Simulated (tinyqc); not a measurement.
Froehlich polaron in a polar crystal: one step, computed by the program tinyqc.

One electron in a parabolic band of mass m*, coupled to dispersionless LO phonons in the continuum model. Energies are in units of hbar omega unless marked, wave numbers in k_0 = sqrt(2 m* omega/hbar).

Task: Second-order perturbation theory. At T = 0 and k < k_0: E(k) = (k/k_0)^2 - alpha arcsin(k/k_0)/(k/k_0); so E(0) = -alpha, 1/m_p = (1 - alpha/6)/m*, and the mean number of phonons in the cloud at k = 0 is alpha/2. The Lee-Low-Pines variational state gives the same E(0) and m_p = m* (1 + alpha/6).

Inputs (values chosen for the exercise, modelled on gallium nitride): LO phonon energy hbar omega = 93.4 meV; electron wave number k/k_0 = 0.63.

coupling constant alpha = 0.4209311

Give: energy shift at k = 0; E(k); m*/m_p, second order; m_p/m*, Lee-Low-Pines; phonons in the cloud.

Result:

energy shift at k = 0 = -39.315 meV

E(k) = -0.058476 hbar omega

m*/m_p, second order = 0.92984

m_p/m*, Lee-Low-Pines = 1.0702

phonons in the cloud = 0.21047
